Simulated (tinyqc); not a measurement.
Quantum-well laser, gain and threshold: one step of the calculation.

One electron and one heavy-hole subband per well, parabolic, with equal sheet densities n of electrons and holes; k-conserving transitions, TE polarisation, no line broadening, so the gain starts as a step at E0 and peaks there. All wells are pumped alike.

Problem. Threshold density by Newton steps. fe = 1 - exp(-n/Nc) and fh = 1 - exp(-n/Nv) are the fillings of the two band edges; f = g0 (fe + fh - 1) - gth; f' = g0 [(1 - fe)/Nc + (1 - fh)/Nv]; n(new) = n - f/f'.

n at the start = 2.9e12 cm^-2
Nc = 1.0220357e12 cm^-2
Nv = 3.6950522e12 cm^-2
g0(E0) = 10015.781 1/cm
gth = 758.24189 1/cm

Give: fe; fh; f; f'; n after iteration 1.

Solution.

fe = 0.94143
fh = 0.54380
f = 4101.7 1/cm
f' = 1.8106e-9 cm
n after iteration 1 = 6.3457e11 cm^-2

Range of the model: The second hole subband, left out here, lies within about 2 Vt of the first in a well this wide.

tinyqc, about 0.02 s, one thread, Intel Xeon 2.30GHz (shared host): `OMP_NUM_THREADS=1 python tinyqc.py 2840116 2840117 out.jsonl`
